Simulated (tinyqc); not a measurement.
# Polycrystalline film, grain-boundary barriers (Seto model): what changes with what

One-dimensional grains of size Lg with donors N; each boundary has Qt acceptor-like traps per area at one level Et below the band edge. Trapped electrons qt deplete a width w = qt/N (both sides together) and raise a barrier Vb = q N w^2/(8 eps0 eps_r). Current crosses the barriers by thermionic emission at small bias. Abrupt depletion, full ionisation, Boltzmann statistics.

Parameters, values chosen for the exercise; values close to those of polycrystalline silicon: temperature T = 300 K; relative permittivity of the semiconductor eps_r = 11.7; grain size Lg = 80 nm; trap density at a boundary Qt = 1.8e12 cm^-2; donor density N = 2e17 cm^-3; mobility inside a grain mg = 330 cm^2/(V s); collection velocity at the barrier vc = 7.2e6 cm/s; conduction-band density of states at T Nc = 2.8e19 cm^-3; trap level below the band edge Et = 0.45 eV.

Constants: q = 1.602176634e-19 C, kB = 1.380649e-23 J/K, Vt = kB T/q, eps0 = 8.8541878128e-14 F/cm where lengths are in cm. Results are converted to the units shown.

Each table varies one quantity; the others keep the values above.

## Effect of the donor density

Partly depleted grains: the density at the grain centre is n0 = N and qt = Qt/(1 + 2 (Nc/N) exp((Vb - Et)/Vt)). If that gives qt >= N Lg, the grains are fully depleted: qt = N Lg, w = Lg and n0 = 2 Nc exp((Vb - Et)/Vt)/(Qt/(N Lg) - 1). Resistivity: barriers rb = Vt exp(Vb/Vt)/(q n0 vc Lg), grain interior rg = (1 - w/Lg)/(q mg N); effective mobility 1/(q N (rb + rg)).

Results:

| N (cm^-3) | w/Lg | Vb (V) | n0 (cm^-3) | resistivity (ohm cm) |
|---|---|---|---|---|
| 1.1e16 | 1.000 | 0.01361 | 1.343e11 | 3.531e4 |
| 2.3e16 | 1.000 | 0.02846 | 5.284e11 | 1.594e4 |
| 4.7e16 | 1.000 | 0.05815 | 3.865e12 | 6873 |
| 1.9e17 | 1.000 | 0.2351 | 7.454e16 | 334.3 |
| 3.9e17 | 0.5758 | 0.1600 | 3.900e17 | 3.520 |
| 8e17 | 0.2812 | 0.07829 | 8.000e17 | 0.08935 |
| 1.6e18 | 0.1406 | 0.03915 | 1.600e18 | 0.01812 |
| 3.3e18 | 0.06818 | 0.01898 | 3.300e18 | 0.007110 |
| 6.8e18 | 0.03309 | 0.009211 | 6.800e18 | 0.003278 |

Estimate the missing row, N = 9.5e16 cm^-3.

Computed row:

| N (cm^-3) | w/Lg | Vb (V) | n0 (cm^-3) | resistivity (ohm cm) |
|---|---|---|---|---|
| 9.5e16 | 1.000 | 0.1175 | 1.064e14 | 2483 |

With this row back in the table: As N goes from 1.1e16 to 6.8e18 cm^-3, the barrier goes from 0.0136 through a maximum of 0.235 (at N = 1.9e17 cm^-3 among the rows listed) to 0.00921 V and the resistivity falls from 35300 to 0.00328 ohm cm. The grains are fully depleted in 5 of the 10 rows. The steepest fall, as N^(-6.3), lies between 1.9e17 and 3.9e17 cm^-3; N* = 2.25e17 cm^-3. The barrier grows with N while the grains are depleted and shrinks once they are not, hence the maximum. At N = 1.1e16, 2.3e16, 1.6e18, 3.3e18, 6.8e18 cm^-3 the barrier is under 2 Vt, where the depletion and emission pictures are rough.

## Effect of the grain size

Same model as above.

Results:

| Lg (nm) | w/Lg | Vb (V) | n0 (cm^-3) | resistivity (ohm cm) |
|---|---|---|---|---|
| 16 | 1.000 | 0.009898 | 4.894e11 | 4.197e4 |
| 26 | 1.000 | 0.02614 | 1.723e12 | 1.375e4 |
| 42 | 1.000 | 0.06820 | 1.889e13 | 3951 |
| 69 | 1.000 | 0.1841 | 6.275e15 | 640.4 |
| 180 | 0.4463 | 0.2496 | 2.000e17 | 97.03 |
| 300 | 0.2678 | 0.2496 | 2.000e17 | 58.26 |
| 480 | 0.1674 | 0.2496 | 2.000e17 | 36.45 |

Estimate the missing row, Lg = 110 nm.

Computed row:

| Lg (nm) | w/Lg | Vb (V) | n0 (cm^-3) | resistivity (ohm cm) |
|---|---|---|---|---|
| 110 | 0.7304 | 0.2496 | 2.000e17 | 158.7 |

With this row back in the table: As Lg goes from 16 to 480 nm, the barrier rises from 0.00990 to 0.250 V and the resistivity falls from 42000 to 36.4 ohm cm. The grains are fully depleted in 4 of the 8 rows. For Lg = 16 to 26 nm the barrier is under 2 Vt, where the depletion and emission pictures are rough.

Computed by the program tinyqc: `OMP_NUM_THREADS=1 python tinyqc.py 2610145 2610146 out.jsonl`, one thread of a shared Intel Xeon 2.30GHz, about 0.01 s for the whole run.
